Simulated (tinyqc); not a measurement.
Chemically amplified photoresist: aerial image, acid generation, bake, development and line width: one step, computed by the program tinyqc. Command: `OMP_NUM_THREADS=1 python tinyqc.py 3027267 3027268 out.jsonl resist walk`. One thread of a shared host (Intel(R) Xeon(R) Processor @ 2.30GHz), about 0.02 s of CPU time with the checks.

Lines and spaces of pitch p with a two-beam-like image; x = 0 is the middle of the bright space. The resist is positive and treated as uniform in depth.

Problem. Acid image and its blur. Dose E(x) = E [1 + c cos(2 pi x/p)]; acid h = 1 - exp(-C E(x)). Bake: the acid image is blurred by a Gaussian of variance sigma^2 = 2 D t (each Fourier term k of h, taken on 64 points, is multiplied by exp(-4 pi^2 k^2 D t/p^2)). Cosine coefficients: h(x) = sum_k h_k cos(2 pi k x/p).

Inputs (values chosen for the exercise, for a model resist at 13.5 nm): pitch p = 26 nm; image contrast c = 0.52; mean dose E = 14.9 mJ/cm^2; Dill parameter C = 0.019 cm^2/mJ; acid diffusivity D = 0.038 nm^2/s; bake time t = 45 s.

Give: diffusion length sigma = sqrt(2 D t); h_0 to h_4 before the bake; h_0 to h_4 after the blur; blur factor of the first harmonic.

Solution.

diffusion length sigma = sqrt(2 D t) = 1.849 nm

h_0 to h_4 before the bake: [0.2425, 0.1112, -0.0041, 0.0001, 0.0000]

h_0 to h_4 after the blur: [0.2425, 0.1006, -0.0027, 0.0000, 0.0000]

blur factor of the first harmonic = 0.9050

sigma/p = 0.071; the blur keeps 90 % of the modulation.
